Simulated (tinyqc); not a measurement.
Configuration-coordinate model of carrier capture at a defect: one step. The two parabolas. Four cases, with inputs chosen for the exercise.

Question. Form S, k, dQ, the crossing point Qc = (ER - ET)/(k dQ), Eb, and the emission barrier Eb + ET.

Two parabolas of equal curvature k in one coordinate Q: with the carrier free at the band edge, U_f = k Q^2/2; with the carrier trapped, U_t = k (Q - dQ)^2/2 - ET. ER = k dQ^2/2, Huang-Rhys factor S = ER/hw, hw = 0.0646541 sqrt(k/M) eV for k in eV/angstrom^2 and M in u. The curves cross at a height Eb = (ER - ET)^2/(4 ER) above the free minimum.

Case 1.

Values chosen (of the size met at a DX centre in AlGaAs; shifted at random, so the results belong to these values and not to a real crystal):
- ET = 0.18 eV (thermal depth of the level below the band edge)
- ER = 0.74 eV (relaxation energy)
- hw = 0.012 eV (phonon energy of the mode)
- M = 70 u (mass of the mode)

Case 2.

Values chosen (of the size met at a deep level in GaN; shifted at random, so the results belong to these values and not to a real crystal):
- ET = 0.68 eV (thermal depth of the level below the band edge)
- ER = 0.46 eV (relaxation energy)
- hw = 0.045 eV (phonon energy of the mode)
- M = 28 u (mass of the mode)

Case 3.

Values chosen (of the size met at a vacancy centre in SiC; shifted at random, so the results belong to these values and not to a real crystal):
- ET = 1.1 eV (thermal depth of the level below the band edge)
- ER = 0.32 eV (relaxation energy)
- hw = 0.053 eV (phonon energy of the mode)
- M = 28 u (mass of the mode)

Case 4.

Values chosen (of the size met at a vacancy centre in SiC; shifted at random, so the results belong to these values and not to a real crystal):
- ET = 0.83 eV (thermal depth of the level below the band edge)
- ER = 0.45 eV (relaxation energy)
- hw = 0.058 eV (phonon energy of the mode)
- M = 70 u (mass of the mode)

Give: S; k; dQ; Qc; barriers.

Answer.

Case 1.

S = 61.667
k = 2.4114 eV/angstrom^2
dQ = 0.7834 angstrom
Qc = 0.2964 angstrom

barriers (eV): capture 0.1059, emission 0.2859

ER > ET: the crossing lies between the two minima (large relaxation); at Q = 0 the trapped level lies above the band edge.

Case 2.

S = 10.222
k = 13.5641 eV/angstrom^2
dQ = 0.2604 angstrom
Qc = -0.0623 angstrom

barriers (eV): capture 0.0263, emission 0.7063

ER < ET: the crossing lies on the far side of the free minimum (the inverted case), where tunnelling between vibrational states can matter much if Eb is well above hw.

Case 3.

S = 6.038
k = 18.8156 eV/angstrom^2
dQ = 0.1844 angstrom
Qc = -0.2248 angstrom

barriers (eV): capture 0.4753, emission 1.5753

ER < ET: the crossing lies on the far side of the free minimum (the inverted case), where tunnelling between vibrational states can matter much if Eb is well above hw.

Case 4.

S = 7.759
k = 56.3329 eV/angstrom^2
dQ = 0.1264 angstrom
Qc = -0.0534 angstrom

barriers (eV): capture 0.0802, emission 0.9102

ER < ET: the crossing lies on the far side of the free minimum (the inverted case), where tunnelling between vibrational states can matter much if Eb is well above hw.

Computed by tinyqc, one run a case: `OMP_NUM_THREADS=1 python tinyqc.py N N+1 out.jsonl` with N = 1450837, 1450911, 1450956, 1451174; one thread of a shared Intel(R) Xeon(R) Processor @ 2.30GHz, about 0.01 s a run at most.
